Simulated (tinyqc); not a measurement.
What moves the results: quaternary alloy A(x)B(1-x)C(y)D(1-y) matched to a substrate. A value that a table varies takes the place of the one given here.

Q(x,y) = x y Q_AC + x (1 - y) Q_AD + (1 - x) y Q_BC + (1 - x)(1 - y) Q_BD for the lattice constant. Gap, rule 1: Q(x,y) - x (1 - x)[y C_ABC + (1 - y) C_ABD] - y (1 - y)[x C_ACD + (1 - x) C_BCD]. Rule 2 (mean of ternaries): {x (1 - x)[y T_ABC(x) + (1 - y) T_ABD(x)] + y (1 - y)[x T_ACD(y) + (1 - x) T_BCD(y)]}/{x (1 - x) + y (1 - y)}, T_ABC(x) = x E_AC + (1 - x) E_BC - C_ABC x (1 - x), T_ACD(y) = y E_AC + (1 - y) E_AD - C_ACD y (1 - y), and alike. Only the Gamma valley is followed.

Matching a(x,y) = a_s gives x = (a_s - y a_BC - (1 - y) a_BD)/(y (a_AC - a_BC) + (1 - y)(a_AD - a_BD)).
Constants: hc = 1239.841984 eV nm.

Parameters, chosen for this exercise (AC, AD, BC, BD near GaAs, GaSb, InAs and InSb; substrate near InAs; the results hold for these values, not for the real material):
```
symbol  value                         unit      meaning
a       (5.656, 6.089, 6.049, 6.485)  angstrom  lattice constants of AC, AD, BC, BD
Eg      (1.534, 0.802, 0.418, 0.238)  eV        gaps at Gamma of AC, AD, BC, BD
Cb      (0.458, 0.364, 1.472, 0.68)   eV        bowing of ABC, ABD, ACD, BCD
a_s     6.049                         angstrom  substrate
y       0.27                                    fraction of C
```

## Along the matched line

x follows from y.

Results:
```
y          x  bilinear (eV)  rule 1 (eV)  rule 2 (eV)  wavelength 1 (nm)  wavelength 2 (nm)
0.11  0.9807         0.8705       0.7208       0.7498               1720               1654
0.22  0.8602         0.8672       0.5874       0.7108               2111               1744
0.33  0.7395         0.8492       0.4933       0.6642               2514               1867
0.44  0.6186         0.8164       0.4324       0.6223               2867               1992
0.55  0.4975         0.7687       0.3989       0.5842               3108               2122
0.66  0.3762         0.7061       0.3866       0.5477               3207               2264
0.77  0.2547         0.6285       0.3895       0.5103               3183               2430
0.88  0.1330         0.5360       0.4016       0.4695               3087               2641
0.99  0.0111         0.4285       0.4167       0.4226               2975               2934
```

What can be read from the table?

The matched alloys span 0.387 to 0.721 eV by rule 1, with the lowest value inside the range, at y = 0.66. Along the line dx/dy is -1.095 between the first two rows and -1.108 between the last two. In energy the two rules differ most at y = 0.44, by 190 meV (875 nm there), which measures how far the ternary data leave the interior open. Miscibility gaps are not considered.

## What each parameter does

x is matched anew each time. Each row changes one parameter from the base and keeps the others.

Results:
```
case                                            x  rule 1 (eV)  rule 2 (eV)
base                                       0.8054       0.5401       0.6891
y = 0.28                                   0.7944       0.5316       0.6849
a_s = 6.045 angstrom                       0.8155       0.5482       0.6945
Cb = (0.55, 0.437, 1.766, 0.816) eV        0.8054       0.4760       0.6548
Eg = (1.584, 0.802, 0.418, 0.238) eV       0.8054       0.5510       0.7000
a = (5.666, 6.089, 6.049, 6.485) angstrom  0.8109       0.5445       0.6921
```

What does this show?

The largest shifts from the base row, up to three for each result and ties (the steps differ in size, so this ranks the rows, not the parameters). x: y -0.0110, a_s +0.0101, a +0.0055; unchanged at the printed digits by Cb and Eg. rule 1 (eV): Cb -0.0641, Eg +0.0109, y -0.0085. rule 2 (eV): Cb -0.0343, Eg +0.0109, a_s +0.0054.

Program tinyqc; command `OMP_NUM_THREADS=1 python tinyqc.py 1080948 1080949 out.jsonl`; about 0.01 s on one thread of a shared Intel(R) Xeon(R) Processor @ 2.30GHz.
